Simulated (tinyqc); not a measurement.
Kinetic Monte Carlo and master equation for a particle on a ring of sites with traps and bias: one step, computed by the program tinyqc. Command: `OMP_NUM_THREADS=1 python tinyqc.py 3021716 3021717 out.jsonl kmc walk`. One thread of a shared host (Intel(R) Xeon(R) Processor @ 2.30GHz), about 0.09 s of CPU time with the checks.

8 sites on a ring, numbered 1 to 8. The saddle between i and i+1 lies at E0 + s b_i and site i at s eps_i; a force F tilts the landscape, with the saddle half-way.

Problem. Twelve steps of the residence-time algorithm. Start on site 1 at t = 0. Hop right if r1 is below the share right, else left; advance the clock by -ln(r2) times the mean stay.

Inputs (values chosen for the exercise, for a model defect): temperature T = 520 K.

Disorder: random barriers.

Random numbers:
```
step      r1      r2
1     0.6051  0.7626
2     0.8480  0.0346
3     0.4195  0.7853
4     0.4857  0.9850
5     0.5452  0.8396
6     0.1391  0.1460
7     0.8154  0.3579
8     0.5606  0.8079
9     0.0097  0.1142
10    0.9329  0.0224
11    0.1342  0.6153
12    0.9274  0.3789
```

Rates, shares of right hops and mean stays:
```
site  k right (1/s)  k left (1/s)  share right  mean stay (s)
1           5059840        278094    0.9479022   1.873384e-07
2           2961636       1084918    0.7318908   2.471239e-07
3           4948173        635026    0.8862612   1.791088e-07
4           1060975       1060975    0.5000000   4.712647e-07
5           4838971        227492    0.9550985   1.973764e-07
6           2196142       1037560    0.6791417   3.092431e-07
7           1733511        470891    0.7863859   4.536378e-07
8           1296976        371695    0.7772509   5.992792e-07
```

Give: Trajectory.

Solution.

Trajectory:
```
step  site    hop   wait (s)  clock (s)  net hops
1        1  right  5.077e-08  5.077e-08         1
2        2   left  8.313e-07  8.821e-07         0
3        1  right  4.528e-08  9.274e-07         1
4        2  right  3.735e-09  9.311e-07         2
5        3  right  3.131e-08  9.624e-07         3
6        4  right  9.068e-07  1.869e-06         4
7        5  right  2.028e-07  2.072e-06         5
8        6  right  6.597e-08  2.138e-06         6
9        7  right  9.843e-07  3.122e-06         7
10       8   left  2.276e-06  5.399e-06         6
11       7  right  2.203e-07  5.619e-06         7
12       8   left  5.816e-07  6.201e-06         6
```
